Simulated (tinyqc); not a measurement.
Avalanche multiplication and breakdown of a junction from ionisation integrals: one step, computed by the program tinyqc.

Ionisation coefficients follow the local field. Position x runs through the depletion layer from the p side (x = 0), where electrons enter, to the n side (x = w), where holes enter. The built-in voltage is neglected.

Problem. Coefficients at the critical field. alpha_n = a_n exp(-(b_n/F)^c), alpha_p = a_p exp(-(b_p/F)^c).

Inputs (values chosen for the exercise, modelled on InP):
```
quantity                   value  unit
electron prefactor a_n  5.56e+06  1/cm
electron field b_n      3.16e+06  V/cm
hole prefactor a_p      2.13e+06  1/cm
hole field b_p          2.28e+06  V/cm
exponent c                     1     -
```

Junction: p-i-n with uniform field.

critical field F_m = 0.4276184 MV/cm

Give: alpha_n; alpha_p; ratio k = alpha_p/alpha_n; shorter ionisation length.

Solution.

alpha_n = 3433.5 1/cm

alpha_p = 10299 1/cm

ratio k = alpha_p/alpha_n = 2.9995

shorter ionisation length = 0.97099 micrometre
